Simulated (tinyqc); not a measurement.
Ground and coupling capacitance from two measurements.

Question. A line has Cg to the planes and Cc to each of two neighbours. Find Cg, Cc, the load when both neighbours switch in antiphase, and the pulse on the line when it floats and both neighbours swing by Vx.

Values chosen for this exercise: swing Vx = 1 V.

capacitance with neighbours driven alike and with neighbours grounded (aF/um): 88  288

Solution. Driven alike, Cc carries no charge, which leaves Cg; grounded neighbours give Cg + 2 Cc, antiphase Cg + 4 Cc; a floating line divides the swing as 2 Cc/(Cg + 2 Cc).

Cg = 88.00 aF/um
Cc = 100.0 aF/um
load in antiphase = 488.0 aF/um
pulse = 0.6944 V

tinyqc, about 0.6 s, one thread, Intel Xeon 2.30GHz (shared host): `OMP_NUM_THREADS=1 python tinyqc.py 2790184 2790185 out.jsonl`
